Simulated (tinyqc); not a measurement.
One electron in a tunnel-coupled double dot: charge qubit, sensing and quantum capacitance: one step of the calculation.

Basis (left, right), H = [[ep/2, tc], [tc, -ep/2]], splitting Om = sqrt(ep^2 + 4 tc^2), ep = al times the gate voltage. In equilibrium the electron is on the right with the chance P_R = [1 + (ep/Om) tanh(Om/2 kB T)]/2.

Problem. Dephasing by charge noise. Noise in ep shifts Om by (ep/Om) d + (2 tc^2/Om^3) d^2. For Gaussian d of deviation se the spread of Om is sqrt[(ep se/Om)^2 + 2 (2 tc^2 se^2/Om^3)^2], and T2* is estimated as sqrt(2) hbar/spread; Om T2*/h counts the oscillations within T2*.

Values chosen for this exercise: tunnel coupling tc = 45 ueV; deviation of quasi-static detuning noise se = 9.2 ueV; detuning ep = -87.1 ueV.

Constants: q = 1.602176634e-19 C, hbar = 1.054571817e-34 J s, h = 6.62607015e-34 J s. Results are converted to the units shown.

Find: first-order spread; second-order spread; T2*; oscillations within T2*.

Solution.

first-order spread = 6.3980 ueV
second-order spread = 0.24675 ueV
T2* = 0.14538 ns
oscillations within T2* = 4.4028

At ep = 0 the first-order term vanishes and T2* would be 1.40 ns.

Numbers from tinyqc (`OMP_NUM_THREADS=1 python tinyqc.py 2470002 2470003 out.jsonl`; about 0.01 s on one thread of a shared Intel Xeon 2.30GHz).
